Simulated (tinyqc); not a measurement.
Gamma, L and X subbands of a thin body with non-parabolic valleys: one step. Valley groups. Three cases, with inputs chosen for the exercise.

Problem. List degeneracy, edge, m_z, m_d and a.

Hard walls, flat band, c = hbar^2/2m0, energies from the bulk Gamma edge. For a valley at angle theta to the normal 1/m_z = cos^2/ml + sin^2/mt and m_d = sqrt(ml mt^2/m_z). Subband n starts at E_v + e with e (1 + a e) = c (n pi/t)^2/m_z, and its density-of-states mass is taken as m_d (1 + 2 a e), without further growth at higher in-plane energy. Groups are named by valley and degeneracy.

Constants: hbar^2/2m0 = 3.80998211 eV angstrom^2.

Give: Groups.

Case 1.

Values chosen (near those of a thin InAs channel; not measured data): face = 110 (surface); mG = 0.0256 m0 (Gamma mass); aG = 2.32 1/eV (Gamma non-parabolicity); EL = 0.712 eV (L edge above Gamma); mL = (0.631, 0.05) m0 (L valleys (four, along <111>): ml, mt); EX = 1.004 eV (X edge above Gamma); mX = (1.141, 0.158) m0 (X valleys (three, along <100>): ml, mt); aS = 0.56 1/eV (non-parabolicity of L and X).

Solution.

Groups:

| group | g | E_v (eV) | m_z | m_d | a (1/eV) |
|---|---|---|---|---|---|
| G1 | 1 | 0.000 | 0.0256 | 0.0256 | 2.32 |
| L2 | 2 | 0.712 | 0.1295 | 0.1104 | 0.56 |
| L2' | 2 | 0.712 | 0.0500 | 0.1776 | 0.56 |
| X2 | 2 | 1.004 | 0.2776 | 0.3203 | 0.56 |
| X1 | 1 | 1.004 | 0.1580 | 0.4246 | 0.56 |

Case 2.

Values chosen (near those of a thin GaAs channel; not measured data): face = 100 (surface); mG = 0.0681 m0 (Gamma mass); aG = 0.57 1/eV (Gamma non-parabolicity); EL = 0.308 eV (L edge above Gamma); mL = (1.892, 0.075) m0 (L valleys (four, along <111>): ml, mt); EX = 0.491 eV (X edge above Gamma); mX = (1.289, 0.233) m0 (X valleys (three, along <100>): ml, mt); aS = 0.56 1/eV (non-parabolicity of L and X).

Solution.

Groups:

| group | g | E_v (eV) | m_z | m_d | a (1/eV) |
|---|---|---|---|---|---|
| G1 | 1 | 0.000 | 0.0681 | 0.0681 | 0.57 |
| L4 | 4 | 0.308 | 0.1103 | 0.3106 | 0.56 |
| X1 | 1 | 0.491 | 1.2890 | 0.2330 | 0.56 |
| X2 | 2 | 0.491 | 0.2330 | 0.5480 | 0.56 |

Case 3.

Values chosen (near those of a thin Ge channel; not measured data): face = 100 (surface); mG = 0.0378 m0 (Gamma mass); aG = 1.02 1/eV (Gamma non-parabolicity); EL = -0.176 eV (L edge above Gamma); mL = (1.653, 0.084) m0 (L valleys (four, along <111>): ml, mt); EX = 0.031 eV (X edge above Gamma); mX = (0.907, 0.187) m0 (Delta valleys (six, along <100>): ml, mt); aS = 0.59 1/eV (non-parabolicity of L and X).

Solution.

Groups:

| group | g | E_v (eV) | m_z | m_d | a (1/eV) |
|---|---|---|---|---|---|
| G1 | 1 | 0.000 | 0.0378 | 0.0378 | 1.02 |
| L4 | 4 | -0.176 | 0.1229 | 0.3081 | 0.59 |
| X2 | 2 | 0.031 | 0.9070 | 0.1870 | 0.59 |
| X4 | 4 | 0.031 | 0.1870 | 0.4118 | 0.59 |

Computed by tinyqc, one run a case: `OMP_NUM_THREADS=1 python tinyqc.py N N+1 out.jsonl` with N = 1280906, 1280932, 1280936; one thread of a shared Intel(R) Xeon(R) Processor @ 2.30GHz, about 0.04 s a run at most.
